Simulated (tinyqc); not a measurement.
Absorption spectrum: gated graphene: carriers, quantum capacitance and optical conductivity.

Conductivity over sigma0 = e^2/(4 hbar): interband Re = sinh(E/2kT)/(cosh(mu/kT) + cosh(E/2kT)); intraband Re = (8 kT/pi) ln(2 cosh(mu/2kT)) Gm/(E^2 + Gm^2). A free sheet absorbs about pi alpha_f Re(sigma/sigma0), alpha_f the fine-structure constant (alpha among the constants).

Constants: kB = 8.617333262e-05 eV/K; fine-structure constant alpha = 0.007297352564.

Values chosen for the exercise (out of a larger set: Fermi velocity near that of graphene, gate dielectric near hBN; not measured data): T = 150 K; Gm = 2 meV (intraband damping).

mu = 0.12639 eV

Results:

| E (eV) | interband | intraband | absorption (%) |
|---|---|---|---|
| 0.025 | 0.0001 | 0.5117 | 1.173 |
| 0.051 | 0.0004 | 0.1236 | 0.284 |
| 0.088 | 0.0017 | 0.0415 | 0.099 |
| 0.126 | 0.0074 | 0.0203 | 0.063 |
| 0.177 | 0.0506 | 0.0103 | 0.140 |
| 0.215 | 0.1882 | 0.0070 | 0.447 |
| 0.253 | 0.5020 | 0.0050 | 1.162 |
| 0.291 | 0.8143 | 0.0038 | 1.875 |
| 0.329 | 0.9502 | 0.0030 | 2.185 |
| 0.404 | 0.9971 | 0.0020 | 2.290 |
| 0.506 | 0.9999 | 0.0013 | 2.295 |
| 0.758 | 1.0000 | 0.0006 | 2.294 |

The edge lies at 2|mu| = 0.253 eV and, for |mu| above about 3 kT (here 9.8), rises from 10 % to 90 % over about 8.8 kT = 0.114 eV. The absorption is lowest, 0.063 %, at 0.126 eV of those listed, between the Drude tail and the edge; at the last row it is 2.294 % against pi alpha_f = 2.293 %. The thin-sheet formula fails where the absorption is large, and trigonal warping matters above about 1.5 eV.

Run: tinyqc, `OMP_NUM_THREADS=1 python tinyqc.py 1681644 1681645 out.jsonl`; Intel(R) Xeon(R) Processor @ 2.30GHz, one thread, shared host; about 0.01 s of CPU time with all checks.
